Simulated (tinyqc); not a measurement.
Metal-induced gap states at the contact of a metal chain and a two-band chain, step by step. Values are carried at full precision from step to step, so a last printed digit may differ when a step is redone from the rounded ones.

The semiconductor alternates sites A at -Eg/2 and C at +Eg/2 with hopping -t; the gap runs from -Eg/2 to Eg/2. In the gap cosh(q a) = 1 + (Eg^2/4 - E^2)/(2 t^2) and the amplitude changes by -exp(-q a) a period. The metal has site energy 0 and hopping -tm; its end site has g_m = (E - i sqrt(4 tm^2 - E^2))/(2 tm^2). Sites 1, 2, ... count into the semiconductor, with energies e1, e2 alternating. The clean half chain has g1 = 1/(E - e1 - t^2 g2), g2 = 1/(E - e2 - t^2 g1), decaying root. With the contact G11 = 1/(1/g1 - tc^2 g_m), and the density on site j is -Im G_jj/pi = |psi_j/psi_1|^2 (-Im G11/pi), per spin, with psi_2/psi_1 = -t g2, psi_3/psi_2 = -t g1.

Constants: e^2/(4 pi eps0) = 14.39964547 eV angstrom.

Values chosen for the exercise (gap and optical dielectric constant near those of Ge; the chain itself is a model; not measured data): Eg = 0.67 eV (gap); t = 2.79 eV (hopping in the semiconductor); a = 4 angstrom (period (two sites); one chain for each area a^2); E = -0.04 eV (energy from mid-gap); tm = 2.82 eV (hopping in the metal); tc = 2.7 eV (hopping across the contact); end = A (site that touches the metal); eps = 15.5 (dielectric constant).

## Decay in the gap

Form cosh(q a), l = exp(-q a), q and the decay length 1/(2q) of the density.

cosh(q a) = 1.00711
l = 0.88768
q = 0.02979 1/angstrom
xi, the decay length of the density = 16.787 angstrom

## Green functions

The decaying root is g1 = (1 - l)/(E - e1), g2 = (1 - l)/(E - e2), l = exp(-q a). Form them, g_m and G11.

g1, g2 (1/eV): 0.38074  -0.29952

g_m = -0.00251-0.35460i 1/eV
G11 = 0.19337-0.18900i 1/eV

## Density site by site

D1 = -Im G11/pi, D2 = (t g2)^2 D1, and each further period multiplies by l^2. The sum over all sites is (D1 + D2)/(1 - l^2). The Green functions stand in the order g1, g2.

density on sites 1 to 8 (1/eV): 0.06016  0.04201  0.04741  0.03310  0.03735  0.02609  0.02943  0.02055

Ds, the density per spin summed over the semiconductor = 0.48189 1/eV

The first period holds 21 % of the gap states at this energy.

## Pinning factor

Gap states per area N = 2 Ds/a^2 (two spins). Charge in them sits a distance xi from the metal, so S = 1/(1 + 4 pi e^2 N xi/eps), e^2 meaning e^2/(4 pi eps0); S is the change of the barrier per change of the metal work function.

N = 6.024e+14 1/(eV cm^2)
4 pi e^2 N xi/eps = 11.8047
S = 0.0781

Strong pinning, near the Bardeen limit S = 0.

## Checks

- g1 from the closed form against decimation: both 0.380740.

Run: tinyqc, `OMP_NUM_THREADS=1 python tinyqc.py 1480490 1480491 out.jsonl`; Intel(R) Xeon(R) Processor @ 2.30GHz, one thread, shared host; about 0.01 s of CPU time with all checks.
